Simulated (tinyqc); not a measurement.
Charge control and current of a heterostructure field-effect transistor: one step, computed by the program tinyqc.

Two subbands in a triangular well; E_F is counted from the conduction band edge of the channel at the interface.

Task: First iteration. Charge control: n_s = C_b (V_G - V_T - E_F/e)/e. Well: mean field F = e n_s/(2 eps eps_0), E_i = (hbar^2/2m)^(1/3) [(3 pi e F/2)(i + 3/4)]^(2/3), i = 0, 1; n_s = D k_B T sum_i ln(1 + exp((E_F - E_i)/k_B T)), D = m/(pi hbar^2), which is solved in closed form for E_F. Iteration from n_s = C_b (V_G - V_T)/(2e): E_F from n_s, n_out from the charge control, n_new = n_s + mixing (n_out - n_s), kept above n_s/10; stop when |n_out/n_s - 1| < 1e-9.

Inputs (values chosen for the exercise, modelled on AlGaN/GaN):

| quantity | value | unit |
|---|---|---|
| channel mass m | 0.21 | m_0 |
| permittivity eps (barrier and channel) | 9.68 | - |
| gate voltage V_G | 0 | V |
| temperature T | 300 | K |

Charge source: polarisation. Velocity law: smooth.

barrier capacitance C_b = 0.3895843 microfarad/cm^2

threshold voltage V_T = -2.647900 V

Constants: e = 1.602176634e-19 C; k_B = 8.617333262e-05 eV/K; eps_0 = 8.8541878128e-12 F/m; hbar = 1.054571817e-34 J s; m_0 = 9.1093837015e-31 kg; k_B = 1.380649e-23 J/K.

Give: starting n_s; E_0; E_1; E_F; n_out.

Result:

starting n_s = 3.2193e+12 1/cm^2

E_0 = 127.07 meV

E_1 = 223.55 meV

E_F = 154.32 meV

n_out = 6.0634e+12 1/cm^2
